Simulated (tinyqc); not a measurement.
Gate-all-around wire, scale length and short-channel effects: one step of the calculation.

A round wire of diameter ts in an insulator shell of thickness ti under a surrounding gate. Below threshold the potential that source and drain add obeys Laplace's equation and vanishes on the gate. Its lowest mode decays along the channel as exp(-k y); k is the smallest positive root of the matching condition at the interface, and the scale length is Lambda = pi/k.

Question. Decay constant by Newton steps. f(k) = ei J0(u)[J1(u) Y0(v) - Y1(u) J0(v)] - eps_r J1(u)[J0(u) Y0(v) - Y0(u) J0(v)], u = k ts/2, v = u + k ti; f' by a central difference with +/- 1e-5 1/nm; k(new) = k - f/f'.

Values chosen for this exercise; permittivities: semiconductor close to that of silicon, insulator close to that of zirconium oxide: relative permittivity of the semiconductor eps_r = 11.8; relative permittivity of the insulator ei = 24.2; insulator thickness ti = 4.6 nm; wire diameter ts = 4.4 nm.

k at the start = 0.405 1/nm

Wanted: f; f'; k after iteration 1.

Answer.

f = -1.056
f' = -46.52 nm
k after iteration 1 = 0.3823 1/nm

Computed by the program tinyqc: `OMP_NUM_THREADS=1 python tinyqc.py 2420010 2420011 out.jsonl`, one thread of a shared Intel Xeon 2.30GHz, about 0.01 s for the whole run.
